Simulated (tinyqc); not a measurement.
## Nanowire ballistic transistor, top-of-the-barrier model: effect of the temperature

At the top of the source barrier, states moving towards the drain are filled by the source (Fermi level 0) and states moving back by the drain (Fermi level -q Vd); nothing scatters. U is the shift of the band edge there, set by the capacitances CG, CD and CS (the total) and by the charge. Parabolic one-dimensional subband; the source is grounded.

N0 = gv sqrt(2 m kB T/pi)/hbar, CG = 2 pi eps0 eox/ln(1 + 2 tox/d), CS = CG/aG, n0 = n at U = 0 and Vd = 0. eta1 = -(E0 + U)/Vt, eta2 = eta1 - Vd/Vt, n = (N0/2)[F_(-1/2)(eta1) + F_(-1/2)(eta2)], F_(-1/2)(x) = (1/sqrt(pi)) int_0^infinity u^(-1/2)/(1 + exp(u - x)) du. U = UL + q (n - n0)/CS with UL = -(aG Vg + aD Vd), energies in eV. I = gv (2 q^2/h) Vt [ln(1 + exp eta1) - ln(1 + exp eta2)]. CQ = (q/Vt) dn/d(eta1). E0 is held fixed.

Parameters, values chosen for the exercise; mass and valleys close to those of germanium:
```
symbol,value,unit,meaning
m,0.122,m0,effective mass
gv,4,,valley degeneracy
eox,16,,relative permittivity of the gate insulator
tox,1.2,nm,insulator thickness
d,3,nm,wire diameter
aG,0.77,,gate control CG/CS
aD,0.104,,drain control CD/CS
E0,0.29,eV,band edge at the barrier top above the source Fermi level at zero bias
Vg,0.5,V,gate voltage
Vd,0.5,V,drain voltage
```

Constants: q = 1.602176634e-19 C, kB = 1.380649e-23 J/K, hbar = 1.054571817e-34 J s, h = 6.62607015e-34 J s, m0 = 9.1093837015e-31 kg, Vt = kB T/q, eps0 = 8.8541878128e-14 F/cm where lengths are in cm. Results are converted to the units shown.

Results:

| T (K) | eta1 | n (cm^-1) | I (uA) | mean velocity I/(q n) (cm/s) | CQ/CS |
|---|---|---|---|---|---|
| 50 | 21.13 | 6.868e6 | 28.22 | 2.564e7 | 0.3084 |
| 77 | 13.73 | 6.862e6 | 28.23 | 2.568e7 | 0.3096 |
| 120 | 8.824 | 6.843e6 | 28.28 | 2.579e7 | 0.3130 |
| 240 | 4.453 | 6.739e6 | 28.62 | 2.650e7 | 0.3299 |
| 300 | 3.585 | 6.669e6 | 28.94 | 2.709e7 | 0.3350 |
| 360 | 3.006 | 6.599e6 | 29.36 | 2.777e7 | 0.3354 |
| 420 | 2.591 | 6.536e6 | 29.87 | 2.853e7 | 0.3319 |

Estimate the missing row, T = 180 K.

Computed row:

| T (K) | eta1 | n (cm^-1) | I (uA) | mean velocity I/(q n) (cm/s) | CQ/CS |
|---|---|---|---|---|---|
| 180 | 5.905 | 6.801e6 | 28.40 | 2.607e7 | 0.3212 |

With this row back in the table: As T goes from 50 to 420 K, n falls from 6.87e6 to 6.54e6 cm^-1, the mean velocity rises from 2.56e7 to 2.85e7 cm/s and the current rises from 28.2 to 29.9 uA. CQ/CS goes from 0.31 to 0.33.

Program tinyqc, `OMP_NUM_THREADS=1 python tinyqc.py 2400080 2400081 out.jsonl`; Intel Xeon 2.30GHz, shared host, one thread, about 0.04 s.
